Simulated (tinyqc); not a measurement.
Inside a calculation. Method: Hubbard ring of 5 sites. One step of it, computed by the program tinyqc.

Problem. Mean-field iteration 1. H(up) = T + U n(down), H(down) = T + U n(up); fill the lowest levels; n(new) = n + mixing (n(out) - n); E = tr T (rho up + rho down) + U sum n_up n_down of the output.

one-body matrix (hopping and site energies) (eV), lower triangle:
```
           1          2          3          4          5
1   0.270000
2  -1.470000  -0.570000
3   0.000000  -1.470000  -0.970000
4   0.000000   0.000000  -1.470000  -0.410000
5  -1.470000   0.000000   0.000000  -1.470000  -0.850000
```

U = 8.600000 eV

electrons, up and down: 1  1

mixing = 1

n(up) at the start (a guess, not normalised): 1 0.500000, 2 0.000000, 3 0.500000, 4 0.000000, 5 0.500000

n(down) at the start (a guess): 1 0.000000, 2 0.500000, 3 0.000000, 4 0.500000, 5 0.000000

Give: levels, up; levels, down; energy; n(up) after iteration 1; n(down) after iteration 1.

Solution.

levels, up (eV): -2.4816  -1.4181  0.6143  4.4751  4.8803

levels, down (eV): -1.8289  -0.8368  2.6736  4.4400  5.9221

energy = -4.8520 eV

n(up) after iteration 1: 1 0.2231, 2 0.0499, 3 0.2220, 4 0.0682, 5 0.4368

n(down) after iteration 1: 1 0.0402, 2 0.4229, 3 0.1270, 4 0.3602, 5 0.0497
